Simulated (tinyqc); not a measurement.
One-dimensional ballistic tunnel FET, two-band WKB: one step of the calculation.

A p-type source for x < 0 with its Fermi level at 0 and its valence edge at ds; in the channel the bands fall as D exp(-x/lam) towards their flat values, with the conduction edge at Ec = ds - dP and D = dP + Eg. The gate moves dP one to one. The drain Fermi level lies at -Vd and the drain side reflects nothing. For w = E - Ec between 0 and dP an electron crosses the gap. Two-band dispersion with equal masses m: inside the gap kappa = sqrt(m u (1 - u/Eg)/C), u the distance from a band edge, C = hbar^2/(2 m0).

Question. Current on a coarse grid. S(w) = 2 lam int_0^Eg kappa(u) du/(w + Eg - u) = 2 pi lam sqrt(m/(C Eg)) [w + Eg/2 - sqrt(w (w + Eg))], T(w) = exp(-S). I = g (2 q^2/h) int_0^dP T(w) [f(E) - f(E + Vd)] dw, E = ds - dP + w, f(x) = 1/(1 + exp(x/Vt)). Simpson's rule on nE equally spaced points.

Parameters, values chosen for the exercise; band and dielectric values close to those of indium arsenide: temperature T = 200 K; band gap Eg = 0.345 eV; band-edge mass of the two-band model m = 0.026 m0; screening length of the source junction lam = 2.1 nm; source valence edge above the source Fermi level ds = 0.17 eV; drain bias Vd = 0.1 V; number of degenerate subbands (spin apart) g = 1; tunnelling window Ev(source) - Ec(channel) dP = 0.28 eV; points of the energy grid nE = 11.

Constants: q = 1.602176634e-19 C, kB = 1.380649e-23 J/K, hbar = 1.054571817e-34 J s, h = 6.62607015e-34 J s, m0 = 9.1093837015e-31 kg, Vt = kB T/q, hbar^2/(2 m0) = 0.0380998212 eV nm^2. Results are converted to the units shown.

Give: w; T(w); difference of the f; I.

Answer.

| point | w (eV) | T(w) | difference of the f |
|---|---|---|---|
| 0 | 0.00000 | 0.040716 | 0.35719 |
| 1 | 0.02800 | 0.16134 | 0.73119 |
| 2 | 0.05600 | 0.23236 | 0.89342 |
| 3 | 0.08400 | 0.29020 | 0.80538 |
| 4 | 0.11200 | 0.33920 | 0.46834 |
| 5 | 0.14000 | 0.38153 | 0.14870 |
| 6 | 0.16800 | 0.41859 | 0.033293 |
| 7 | 0.19600 | 0.45135 | 0.0067395 |
| 8 | 0.22400 | 0.48055 | 0.0013348 |
| 9 | 0.25200 | 0.50675 | 2.6323e-4 |
| 10 | 0.28000 | 0.53041 | 5.1862e-5 |

I = 1.7522 uA

Range of the model: Where S is below about 2 the WKB prefactor of 1 is a rough guess.

tinyqc, about 0.02 s, one thread, Intel Xeon 2.30GHz (shared host): `OMP_NUM_THREADS=1 python tinyqc.py 2620114 2620115 out.jsonl`
